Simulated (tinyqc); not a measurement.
Worked calculation: harmonic frequencies on the RHF/sto-6g surface (energies and gradients from PySCF), for H3+, spin multiplicity 1. One step of it, computed by the program tinyqc.

Problem. One row of the Hessian: 1Hx. Displace 1Hx by +/-0.005 bohr; H(k, :) = (g(+) - g(-)) / (2 delta).

optimised positions (bohr):
```
            x          y          z
1H  -1.088210  -0.092961  -0.088115
2H   0.414181   0.030959   0.936923
3H   0.549307   0.022318  -0.880933
```

gradient at +delta (hartree/bohr):
```
              x            y            z
1H   0.00114748   0.00008748   0.00006448
2H  -0.00051808  -0.00004482  -0.00054184
3H  -0.00062940  -0.00004266   0.00047736
```

gradient at -delta (hartree/bohr):
```
              x            y            z
1H  -0.00111257  -0.00008426  -0.00006010
2H   0.00050289   0.00004290   0.00049280
3H   0.00060968   0.00004136  -0.00043271
```

Give: row of the Hessian.

Solution.

row of the Hessian (hartree/bohr^2): 1Hx 0.226005, 1Hy 0.017174, 1Hz 0.012458, 2Hx -0.102097, 2Hy -0.008772, 2Hz -0.103465, 3Hx -0.123908, 3Hy -0.008402, 3Hz 0.091007
